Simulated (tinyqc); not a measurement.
Coupling ratio and rate constant from the late transient.

Question. Long after the knee a floating-gate cell follows U = Vg - (tox/ag) B/ln(K t). Find K and ag.

Values chosen for this exercise:

| symbol | value | unit | meaning |
|---|---|---|---|
| tox | 8.2 | nm | tunnel oxide thickness |
| Vg | 9.5 | V | control-gate voltage |

U at t = 0.02 and 2 s (V): [-0.51137154, 0.85654370]
B = 25.223887 V/nm

Solution. 1/(Vg - U) is linear in ln t; the ratio of the two values gives ln(K t_a), and either value gives ag.

K = 2.170e14 1/s
ag = 0.7100

Computed by the program tinyqc: `OMP_NUM_THREADS=1 python tinyqc.py 2130109 2130110 out.jsonl`, one thread of a shared Intel Xeon 2.30GHz, about 0.01 s for the whole run.
